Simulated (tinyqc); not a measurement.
What each parameter does: band offset of a heterojunction with an interface dipole (two-band chains, self-consistent charge).

Sites alternate A, C. Left: A at -G1/2, C at +G1/2, hopping -t1; right: A at D - G2/2, C at D + G2/2, hopping -t2; the bonds across the two interfaces of a ring (C left to A right, C right to A left) have -sqrt(t1 t2). D is the offset of the mid-gaps, so Ev(right) - Ev(left) = D - (G2 - G1)/2 and Ec(right) - Ec(left) = D + (G2 - G1)/2. The closing bond has its sign reversed (antiperiodic ring). Half the levels are filled with two electrons each. The charge moved is q = (electrons on the left) less one a site; the mean over the two interfaces, q/2, is taken as the charge that crosses each, and its dipole opposes the offset: D = D0 - u q/2.

From here on the ring has 24 cells a side.

Inputs chosen for the exercise (gaps near those of InGaAs and InP; the chains and D0 are free models, so the offsets are not those of the real pair; not measured data): G1 = 0.73 eV (gap on the left); G2 = 1.28 eV (gap on the right); t1 = 1.74 eV (hopping on the left); t2 = 1.66 eV (hopping on the right); D0 = 0.49 eV (mid-gap of the right side above that of the left, without dipole); u = 4.9 eV (potential step per electron moved across).

Self-consistent D by bisection, q there, and the two offsets.

Results for these values:
```
case  D (eV)       q  valence offset (eV)  conduction offset (eV)
base  0.2109  0.1139              -0.0641                  0.4859
```

What happens to each result for t2 = 1.909 eV, all else kept?

Answer: D rises from 0.2109 to 0.2110; q does not change at the printed digits; valence offset rises from -0.0641 to -0.0640; conduction offset rises from 0.4859 to 0.4860.

The same for each parameter in turn:
```
case           D (eV)       q  valence offset (eV)  conduction offset (eV)
base           0.2109  0.1139              -0.0641                  0.4859
G1 = 0.839 eV  0.2175  0.1112              -0.0030                  0.4380
G2 = 1.472 eV  0.2216  0.1095              -0.1494                  0.5926
t1 = 2.001 eV  0.2110  0.1139              -0.0640                  0.4860
t2 = 1.909 eV  0.2110  0.1139              -0.0640                  0.4860
D0 = 0.564 eV  0.2424  0.1313              -0.0326                  0.5174
u = 5.635 eV   0.1944  0.1049              -0.0806                  0.4694
```

tinyqc: `OMP_NUM_THREADS=1 python tinyqc.py 1451287 1451288 out.jsonl`; about 0.4 s, one thread, shared Intel(R) Xeon(R) Processor @ 2.30GHz.
